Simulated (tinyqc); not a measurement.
Changing the doping N: specific resistance of a metal-semiconductor contact and its transmission-line measurement. Computed by tinyqc, a small Python program. Command: `OMP_NUM_THREADS=1 python tinyqc.py 3017097 3017098 out.jsonl contact sweep`. One thread of a shared host (Intel(R) Xeon(R) Processor @ 2.30GHz), about 0.01 s of CPU time with the checks.

The barrier is parabolic (depletion approximation), energies E are normal energies counted from the band edge in the neutral semiconductor (downwards for holes), and the bias is zero. xi is an input, held fixed when other inputs move.

Inputs (values chosen for the exercise, modelled on p-type silicon): tunnelling mass m = 0.35 m_0; permittivity eps = 11.7; Richardson constant A* = 32.8 A/(cm^2 K^2); barrier height phi_B = 0.5 eV; Fermi level above the band edge in the bulk, xi = -0.05 eV; temperature T = 300 K.

Image-force lowering: left out.

Constants: hbar = 1.054571817e-34 J s; eps_0 = 8.8541878128e-12 F/m; m_0 = 9.1093837015e-31 kg; k_B = 8.617333262e-05 eV/K; e = 1.602176634e-19 C.

Method:
- E_00 = (e hbar/2) sqrt(N/(eps eps_0 m)); band bending E_b = phi_B + xi; depletion width w = sqrt(2 eps eps_0 E_b/(e^2 N)).
- WKB transmission for E < E_b, with a = E/E_b: D = exp{-(E_b/E_00) [sqrt(1 - a) - a ln((1 + sqrt(1 - a))/sqrt(a))]}; D = 1 above.
- At zero bias 1/rho_c = (e A*/k_B^2) int D(E) f(E) dE, f = 1/(1 + exp((E - xi)/k_B T)); 200 Gauss-Legendre points from 0 to E_b, and k_B T ln(1 + exp((xi - E_b)/k_B T)) for the part above the barrier; the share of tunnelling is the part below.

One run for each value; columns: (1) doping N (1/cm^3); (2) specific contact resistance rho_c (ohm cm^2); (3) E_00/k_B T; (4) share of tunnelling (%); (5) depletion width (nm):
```
(1)             (2)    (3)     (4)    (5)
1.00e+17  9.457e-01   0.11   56.97  76.28
2.80e+17  6.110e-01   0.19   72.20  45.59
7.70e+17  2.994e-01   0.31   86.38  27.49
2.20e+18  8.160e-02   0.53   96.29  16.26
6.00e+18  9.443e-03   0.87   99.57   9.85
1.70e+19  3.871e-04   1.46   99.98   5.85
4.60e+19  2.050e-05   2.41  100.00   3.56
1.30e+20  2.268e-06   4.05  100.00   2.12
3.60e+20  5.698e-07   6.73  100.00   1.27
1.00e+21  2.417e-07  11.22  100.00   0.76
```

Over the rows, specific contact resistance rho_c (ohm cm^2) falls from 0.946 to 2.42e-7 (exponent d ln y / d ln x -0.42 between the first rows and -0.84 between the last); E_00/k_B T rises from 0.112 to 11.2 (exponent d ln y / d ln x about 0.50 throughout); share of tunnelling (%) rises from 57.0 to 100.0. The exponent of depletion width stays at -0.50: the depletion approximation. xi is held fixed. Doping thins the barrier, and the tunnelling exponent, of order phi_B/E_00, falls as N^(-1/2). E_00 passes 5 k_B T (field emission) between 1.30e20 and 3.60e20 per cm^3. In the last rows the barrier is no longer opaque, and rho_c levels off towards the limit set by the supply of carriers.

Caution (rows 3.60e20, 1.00e21): the barrier is thinner than 1.5 nm, about the spacing of dopants, so a smooth parabolic barrier and WKB are rough.

Extremes, crossings and ranges named in words are read from the listed rows.
